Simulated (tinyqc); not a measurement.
# Ballistic Schottky-barrier transistor with a two-dimensional channel, WKB contacts: ambipolar transfer curve

Source Fermi level 0, drain Fermi level -Vd. Far from the contacts Ec = pn - psi, and the gate moves psi one to one; the band edges relax as exp(-x/lam) from pn at the source and pn - Vd at the drain; Ev = Ec - Eg. A carrier of energy w inside the channel band meets at a contact a barrier of height D (the contact edge beyond the channel edge): T = 1 for w >= D, else exp(-S), S = 4 lam sqrt(m/C) [sqrt(D - w) - sqrt(w) arctan sqrt((D - w)/w)], C = hbar^2/(2 m0). The two contacts combine as Ts Td/(Ts + Td - Ts Td).

I/W = g (2 q^2/h) int T(w) [N(Es + w) - N(Ed + w)] dw with w the energy of motion along the channel, N(y) = (1/2 pi) sqrt(pi m kB T/C) Fm(-y/kB T), Fm(x) = (1/sqrt(pi)) int_0^infinity u^(-1/2)/(1 + exp(u - x)) du. Electrons: Ds = psi, Dd = psi - Vd, Es = Ec, Ed = Ec + Vd. Holes: Ds = -psi, Dd = Vd - psi, Es = -Ev, Ed = -Ev - Vd. The size of each current is taken; both flow from drain to source and add. The integrals are converged. Swing = d(psi)/d(log10 I).

Parameters, values chosen for the exercise; channel values close to those of an ultrathin silicon body with silicide contacts:
```
symbol,value,unit,meaning
T,300,K,temperature
Eg,1.12,eV,band gap
pn,0.58,eV,barrier for electrons at both contacts
mn,0.2,m0,electron mass
mp,0.24,m0,hole mass
g,2,,valleys or subbands
lam,4.3,nm,screening length at the contacts
Vd,0.7,V,drain bias
```

Constants: q = 1.602176634e-19 C, kB = 1.380649e-23 J/K, hbar = 1.054571817e-34 J s, h = 6.62607015e-34 J s, m0 = 9.1093837015e-31 kg, Vt = kB T/q, hbar^2/(2 m0) = 0.0380998212 eV nm^2. Results are converted to the units shown.

Ambipolar transfer curve:

| ps (V) | electrons (uA/um) | holes (uA/um) | I (uA/um) | swing (mV/decade) |
|---|---|---|---|---|
| -0.43 | 4.489e-15 | 2.786 | 2.786 | -292.6 |
| -0.33 | 2.148e-13 | 1.174 | 1.174 | -242.9 |
| -0.22 | 1.514e-11 | 0.3665 | 0.3665 | -195.3 |
| -0.12 | 7.243e-10 | 0.09947 | 0.09947 | -160.5 |
| -0.01 | 5.103e-8 | 0.01764 | 0.01764 | -135.9 |
| 0.1 | 3.180e-7 | 0.002574 | 0.002574 | -130.5 |
| 0.2 | 1.206e-6 | 4.576e-4 | 4.588e-4 | -137.8 |
| 0.31 | 6.091e-6 | 7.749e-5 | 8.358e-5 | -174.4 |
| 0.41 | 3.086e-5 | 1.763e-5 | 4.850e-5 | 409.6 |
| 0.52 | 2.136e-4 | 4.042e-6 | 2.176e-4 | 130.4 |
| 0.62 | 0.001387 | 1.187e-6 | 0.001388 | 120.8 |
| 0.73 | 0.01108 | 1.212e-7 | 0.01108 | 126.2 |

I goes from 2.79 through a minimum of 4.85e-5 (at ps = 0.41 V among the rows listed) to 0.0111 uA/um; the exact minimum lies at psi = 0.387 V. Holes carry the left branch and electrons the right. The ratio of the last row to the smallest is 229 and of the first row 57400, with barriers of 0.58 eV for electrons and 0.540 eV for holes. The steepest swing among the rows is 121 mV/decade, against the thermionic limit 59.5.

Range of the model: No scattering, image-force lowering, channel charge or band-to-band tunnelling; parabolic kappa overstates S deep in the gap.

Computed by the program tinyqc: `OMP_NUM_THREADS=1 python tinyqc.py 2390042 2390043 out.jsonl`, one thread of a shared Intel Xeon 2.30GHz, about 0.2 s for the whole run.
